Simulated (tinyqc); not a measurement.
From contact resistance R_c back to sheet resistance R_sh: specific resistance of a metal-semiconductor contact and its transmission-line measurement. Computed by tinyqc, a small Python program. Command: `OMP_NUM_THREADS=1 python tinyqc.py 3022791 3022792 out.jsonl contact inv`. One thread of a shared host (Intel(R) Xeon(R) Processor @ 2.30GHz), about 0.03 s of CPU time with the checks.

The barrier is parabolic (depletion approximation), energies E are normal energies counted from the band edge in the neutral semiconductor (downwards for holes), and the bias is zero. xi is an input, held fixed when other inputs move.

Inputs (values chosen for the exercise, modelled on p-type SiGe):
```
quantity                                           value          unit
tunnelling mass m                                   0.31           m_0
permittivity eps                                      13             -
Richardson constant A*                              31.2  A/(cm^2 K^2)
barrier height phi_B                                0.31            eV
doping N                                         5.7e+17        1/cm^3
Fermi level above the band edge in the bulk, xi   -0.049            eV
temperature T                                        200             K
contact length d                                     9.7    micrometre
contact width W                                      7.7    micrometre
```

Image-force lowering: left out.

Constants: hbar = 1.054571817e-34 J s; eps_0 = 8.8541878128e-12 F/m; m_0 = 9.1093837015e-31 kg; k_B = 8.617333262e-05 eV/K; e = 1.602176634e-19 C.

Method:
- E_00 = (e hbar/2) sqrt(N/(eps eps_0 m)); band bending E_b = phi_B + xi; depletion width w = sqrt(2 eps eps_0 E_b/(e^2 N)).
- WKB transmission for E < E_b, with a = E/E_b: D = exp{-(E_b/E_00) [sqrt(1 - a) - a ln((1 + sqrt(1 - a))/sqrt(a))]}; D = 1 above.
- At zero bias 1/rho_c = (e A*/k_B^2) int D(E) f(E) dE, f = 1/(1 + exp((E - xi)/k_B T)); 200 Gauss-Legendre points from 0 to E_b, and k_B T ln(1 + exp((xi - E_b)/k_B T)) for the part above the barrier; the share of tunnelling is the part below.
- Transmission-line model: transfer length L_T = sqrt(rho_c/R_sh); R_c = (R_sh L_T/W) coth(d/L_T). Limits: rho_c/(W d) for d << L_T, sqrt(rho_c R_sh)/W for d >> L_T.

Question. A run gave the result below. Find the sheet resistance R_sh, known to lie between 8700 and 19000 ohm.

contact resistance R_c = 116620.9 ohm

Answer.

Each step takes the trial c = (a f_b - b f_a)/(f_b - f_a), f being the result less the target and a, b, c the logarithms of the listed values; c replaces end b, the old b replaces a if the sign of f changed, and otherwise f_a is halved.

Scan of the range:
```
sheet resistance R_sh (ohm)  contact resistance R_c (ohm)
8700                                               116191
9910                                               116692
11300                                              117267
12900                                              117927
14600                                              118626
16700                                              119488
19000                                              120429
```

False position (Illinois rule, in the logarithm of the input) inside the bracket:
```
step    end a    end b    trial  contact resistance R_c (ohm)
1     8700.00  9910.00  9728.49                        116617
2     9910.00  9728.49  9738.02                        116621
3     9910.00  9738.02  9738.19                        116621
4     9738.02  9738.19  9738.10                        116621
```

Contact resistance R_c rises at every point of a 13-point scan of the range (every second point is shown), so one value fits; it is bracketed by 8700 and 9910. Answer: sheet resistance R_sh = 9738 ohm.
